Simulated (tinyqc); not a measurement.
Inside a calculation: thin-film optics by transfer matrices. Values are carried at full precision from step to step, so a last printed digit may differ when a step is redone from the rounded ones.

Indices N = n + i k. Snell: N0 sin(theta) = N_j sin(theta_j), with Im(N_j cos theta_j) >= 0. Admittance y_j = N_j cos theta_j for s and N_j/cos theta_j for p. Phase delta_j = 2 pi N_j cos theta_j d_j/lambda. Layer matrix [[cos delta, -i sin delta/y], [-i y sin delta, cos delta]], multiplied from the top down to M. (B, C) = M (1, y_sub); r = (y0 B - C)/(y0 B + C), R = |r|^2, T = 4 Re y0 Re y_sub/|y0 B + C|^2, absorbed in the films 1 - R - T.

Parameters, chosen for this exercise (indices near those of resist, SiO2 on Al; shifted at random, so the results belong to these values and not to a real crystal):
- lam = 633 nm (vacuum wavelength)
- n0 = 1 (ambient index)
- n = (1.63, 1.434, 1.356) (n of resist, SiO2, substrate)
- k = (0, 0, 7.528) (k in the same order)
- d = (281, 12.7) nm (thicknesses, top first)
- theta = 45 degrees (angle of incidence)
- pol = s (polarisation)

## Angles, admittances and phases

Form cos theta_j, y_j and delta_j.

cos theta_j: ambient 0.7071, film 1 0.9010, film 2 0.8700, substrate 1.0040+0.0015i

y_j: ambient 0.7071, film 1 1.4686, film 2 1.2475, substrate 1.3502+7.5601i

delta_j (rad): film 1 4.0964, film 2 0.1573

## Layer matrices and their product

Form each matrix and multiply from the top down.

matrix of film 1:
```
         1        2
1  -0.5778  0.5557i
2  1.1987i  -0.5778
```

matrix of film 2:
```
          1         2
1    0.9877  -0.1255i
2  -0.1954i    0.9877
```

M:
```
         1        2
1  -0.4621  0.6214i
2  1.2968i  -0.4202
```

Each matrix has determinant 1, and so has M.

## Reflection and transmission

Close the stack on the substrate.

B, C: -5.1601+0.8391i  -0.5674-1.8799i

r = 0.5048-0.7407i
R = 0.8035
T into the substrate = 0.1965
absorbed in the films = 0.0000

The bare substrate would reflect 0.9378.

## Ellipsometric angles

Ellipsometry: rho = tan(Psi) exp(i Delta) = -conj(r_p/r_s) with the r of the admittance formula, Delta in 0 to 360 degrees, so that a bare dielectric at small angles gives Delta = 180.

Repeat the steps for both polarisations.

r_s = 0.5048-0.7407i
r_p = 0.7732-0.4727i
Psi = 45.32 degrees
Delta = 155.72 degrees

## Checks

- R against the recursion of Airy sums from the substrate up: both 0.80345.

Computed by tinyqc, a small Python program: `OMP_NUM_THREADS=1 python tinyqc.py 1681811 1681812 out.jsonl` (the numbers bound the seed that draws the inputs); one thread of a shared host (Intel(R) Xeon(R) Processor @ 2.30GHz), about 0.01 s for the whole set of steps.
